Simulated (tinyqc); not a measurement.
Two regimes over temperature: microkinetic model of low-temperature epitaxy from hydride gases: adsorption, hydrogen desorption and rate control. Computed by tinyqc, a small Python program. Command: `OMP_NUM_THREADS=1 python tinyqc.py 3020122 3020123 out.jsonl hepi walk`. One thread of a shared host (Intel(R) Xeon(R) Processor @ 2.30GHz), about 0.01 s of CPU time with the checks.

Each hydride molecule needs two free sites and leaves four hydrogen atoms, of which two leave at once as H2; theta is the hydrogen coverage, the site density is 6.78 per nm^2 and one layer is 1.358 angstrom thick.

Inputs (values chosen for the exercise, close to those used for silane on Si(001)):
```
quantity                            value  unit
silane pressure p_S                 0.035    Pa
sticking prefactor of silane s0     0.087     -
adsorption barrier E_s               0.15    eV
desorption prefactor nu_d         5.8e+11   1/s
desorption energy on silicon E_d     1.99    eV
hydrogen carrier pressure p_H        4300    Pa
sticking of hydrogen s_H          1.4e-07     -
```

Film: silicon. Order of hydrogen desorption: first.

Constants: k_B = 8.617333262e-05 eV/K; u = 1.6605390666e-27 kg; k_B = 1.380649e-23 J/K.

Method:
- Flux per site F = p/(sqrt(2 pi M k_B T) x 6.78e18 per m^2), M = 32.12 u (silane), 2.016 u (hydrogen); s = s0 exp(-E_s/(k_B T)); k_S = s F_S = k; k_H = s_H F_H; k_d = nu_d exp(-E_d/(k_B T)).
- With k the hydride and k_H the hydrogen adsorption rate on free pairs and k_d the desorption rate, steady state: 2 (k + k_H)(1 - theta)^2 = k_d theta; growth rate R = k (1 - theta)^2 layers/s; 1 layer/s = 8.148 nm/min.
- Temperatures in kelvin are T(C) + 273.15.
- Limits: desorption-limited R = k_d k/(2 (k + k_H)), adsorption-limited R = k.

Growth:
```
T (C)    theta  G (nm/min)  desorption limit (nm/min)  adsorption limit (nm/min)
400    0.99277  2.5803e-04                 2.5991e-04                      4.939
450    0.97631  3.1978e-03                 3.2754e-03                      5.699
500    0.93439  2.7724e-02                 2.9671e-02                      6.440
550    0.84438  1.7329e-01                 2.0523e-01                      7.156
600    0.68505  7.7785e-01                 1.1355e+00                      7.842
650    0.46560  2.4264e+00                 5.2114e+00                      8.496
700    0.25065  5.1194e+00                 2.0425e+01                      9.117
750    0.10989  7.6882e+00                 6.9963e+01                      9.704
800    0.04392  9.3753e+00                 2.1346e+02                     10.256
850    0.01765  1.0399e+01                 5.8920e+02                     10.776
```

The apparent activation energy of G is 2.11 eV between the first rows and 0.22 eV between the last; full hydrogen cover gives a value near the desorption energy (plus E_s where k_H far exceeds k), a bare surface one near E_s less k_B T/2 from the flux. The coverage passes one half between 600 and 650 C, the knee of the Arrhenius plot.

Extremes, crossings and ranges named in words are read from the listed rows.
